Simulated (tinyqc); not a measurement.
# Metal gate on a two-layer dielectric stack with fixed charge and a dipole, step by step

Numbers from tinyqc (`OMP_NUM_THREADS=1 python tinyqc.py 2010145 2010146 out.jsonl`; about 0.01 s on one thread of a shared Intel Xeon 2.30GHz). Printed values are rounded.

Gate, layer 2, layer 1, p-type semiconductor; x runs from the gate inwards. Charges are counted in units of +q. psi is the band bending at the surface, positive towards inversion. Classical charge, Boltzmann statistics, no interface traps.

Values chosen for this exercise; band and dielectric values close to those of silicon, layer 1 close to silicon nitride, layer 2 close to hafnium oxide: temperature T = 350 K; band gap Eg = 1.13 eV; relative permittivity eps_r = 11.9; conduction-band density of states at T Nc = 3.53e19 cm^-3; valence-band density of states at T Nv = 3.33e19 cm^-3; electron affinity chi = 4.08 eV; acceptor density Na = 1.6e17 cm^-3; work function of the gate metal pM = 5.03 eV; thickness of layer 1, next to the semiconductor t1 = 1.5 nm; relative permittivity of layer 1 e1 = 7.4; thickness of layer 2, next to the gate t2 = 4 nm; relative permittivity of layer 2 e2 = 22.1; fixed charge at the semiconductor interface Q1 = 1.1e12 cm^-2; fixed charge between the layers Q2 = -5.9e11 cm^-2; uniform charge density in layer 1 r1 = 1.9e18 cm^-3; uniform charge density in layer 2 r2 = 0 cm^-3; flat-band shift by a dipole layer between the layers Vd = 0.37 V; band bending psi of the working point ps = -0.162 V.

Constants: q = 1.602176634e-19 C, kB = 1.380649e-23 J/K, Vt = kB T/q, eps0 = 8.8541878128e-14 F/cm where lengths are in cm. Results are converted to the units shown.

Range of the model: At the working point ps the carrier density at the surface is 1.0 times the band density of states, where degeneracy and quantisation, left out here, matter.

## Equivalent thickness and work-function difference

EOT = 3.9 (t1/e1 + t2/e2), Cox = eps0/(t1/e1 + t2/e2); phi_ms = pM - (chi + Eg - Vt ln(Nv/Na)).

EOT = 1.496423 nm
Cox = 2.307592 uF/cm^2
share of layer 1 in the EOT = 52.82869 %
phi_ms = -0.01899817 V

## Flat-band voltage, term by term

EOT = 3.9 (t1/e1 + t2/e2), Cox = eps0/(t1/e1 + t2/e2); phi_ms = pM - (chi + Eg - Vt ln(Nv/Na)). Vfb = phi_ms + Vd - (q/eps0) [Q1 (t1/e1 + t2/e2) + Q2 t2/e2 + r1 (t1^2/(2 e1) + t1 t2/e2) + r2 t2^2/(2 e2)]: each charge counts with its electrical distance from the gate.

terms (V): phi_ms -0.0189982, dipole 0.3700000, Q1 -0.0763737, Q2 0.0193233, r1 -0.0145609, r2 0.0000000
Vfb = 0.2793904 V

Apart from phi_ms the largest term is that of dipole, 370 mV; all charges and the dipole together move Vfb by 298 mV.

## Threshold voltage

ni = sqrt(Nc Nv) exp(-Eg/(2 Vt)), Eg in volts, pB = Vt ln(Na/ni), Vth = Vfb + 2 pB + sqrt(4 q eps0 eps_r Na pB)/Cox.

ni = 2.508809e11 cm^-3
pB = 0.4031186 V
depletion charge = 0.2086938 uC/cm^2
Vth = 1.176066 V

## Charge in the semiconductor

ni = sqrt(Nc Nv) exp(-Eg/(2 Vt)), Eg in volts. Qs = -sign(psi) sqrt(2 q eps0 eps_r Na Vt [exp(-u) + u - 1 + (ni/Na)^2 (exp(u) - u - 1)]), u = psi/Vt.

Qs = 0.5832020 uC/cm^2

The surface is accumulated.

## Fields and voltage drops

Gauss: D = -Qs just inside the semiconductor; going towards the gate subtract q Q1, then q r1 t1, q Q2 and q r2 t2. Field = D/(eps0 e); the drop over a layer is its mean field times its thickness; Vg = phi_ms + Vd + psi + both drops.

| place | D (uC/cm^2) | field (MV/cm) |
|---|---|---|
| layer 2, gate side | -0.7105750 | -0.363136 |
| layer 2, inner side | -0.7105750 | -0.363136 |
| layer 1, outer side | -0.8051034 | -1.228772 |
| layer 1, semiconductor side | -0.7594414 | -1.159081 |
| semiconductor surface | -0.5832020 | -0.553507 |

drop over layer 2 = -0.1452543 V
drop over layer 1 = -0.1790890 V
Vg = -0.1353414 V

The same Vg follows from Vfb + psi - Qs/Cox. The largest field, 1.23 MV/cm in size, is at: layer 1, outer side.
